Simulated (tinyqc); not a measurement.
Bandgap voltage reference from two bipolar transistors: two steps of the calculation.

Two transistors of area 1 and N carry the same current I. Is(T) = Is (T/T0)^eta exp[(Vg0 q/kB)(1/T0 - 1/T)], VBE1 = Vt ln(I/Is(T)) + I rb, VBE2 = Vt ln(I/(N Is(T))) + I rb/N. The amplifier forces I R1(T) = VBE1 - VBE2 + Vos, with R(T) = R (1 + tc (T - T0)) for both resistors, and the output is Vref = VBE1 + I R2(T). Base currents and the Early effect are neglected.

Parameters, values chosen for the exercise; values of the order met in silicon bipolar transistors: reference temperature T0 = 298 K; band-gap voltage extrapolated to 0 K Vg0 = 1.145 V; temperature exponent of the saturation current eta = 4.3; saturation current of the unit transistor at T0 Is = 1.1e-18 A; area ratio of the second transistor N = 8; resistor across which the difference of VBE falls, at T0 R1 = 5 kohm; temperature coefficient of both resistors tc = -200 ppm/K; offset of the amplifier Vos = 2.8 mV; series resistance of the unit transistor rb = 34 ohm; output resistor at T0 R2 = 43.63 kohm; temperature T = 333 K.

Constants: q = 1.602176634e-19 C, kB = 1.380649e-23 J/K. Results are converted to the units shown.

Question 1. Operating point at another temperature. Vt = kB T/q; I = (Vt ln N + Vos)/(R1(T) - rb (1 - 1/N)).

Give: Vt; I; Is(T); VBE1; I R2; Vref.

Answer 1.

Vt = 0.02870 V
I = 12.66 uA
Is(T) = 1.923e-16 A
VBE1 = 0.7152 V
I R2 = 0.5484 V
Vref = 1.264 V

From T0 to T, VBE1 changes by -54.5 mV and I R2 by 55.1 mV, which leaves 0.545 mV in Vref.

Question 2. Resistor for zero slope at T0, ideal case. With tc = 0, Vos = 0 and rb = 0 the current is proportional to T, dVBE/dT = (VBE - Vg0 - (eta - 1) Vt)/T, and Vref has zero slope at T0 when Vref = Vg0 + (eta - 1) Vt0. Find VBE1, its slope, that Vref, R2/R1 and the curvature d2Vref/dT2 = -(eta - 1) kB/(q T0).

Wanted: VBE1; dVBE/dT; Vref; R2/R1; curvature.

Answer 2.

VBE1 = 0.7679 V
dVBE/dT = -1.550 mV/K
Vref = 1.230 V
R2/R1 = 8.648
curvature = -0.9543 uV/K^2

Program tinyqc, `OMP_NUM_THREADS=1 python tinyqc.py 2062013 2062014 out.jsonl`; Intel Xeon 2.30GHz, shared host, one thread, about 0.02 s.
